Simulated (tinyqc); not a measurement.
## Gate sheet resistance from two finger widths

Inverse problem. At low frequency R = Rsh Wf/(3 L) + B/Wf, where B collects the channel and vertical terms. Find Rsh, B and the width of lowest R.

Inputs (values chosen for the exercise):
```
symbol  value  unit         meaning
L           1    um  channel length
```

input resistance of single fingers, contacted at one end, of width 0.79 and 4.1 um (ohm): 54.165224  15.437236

Answer. R Wf is a straight line in Wf^2; the minimum of R lies where both terms are equal.

Rsh = 3.80 ohm/square
B = 42.0 ohm um
width of lowest R = 5.76 um

Program tinyqc, `OMP_NUM_THREADS=1 python tinyqc.py 2262004 2262005 out.jsonl`; Intel Xeon 2.30GHz, shared host, one thread, about 0.01 s.
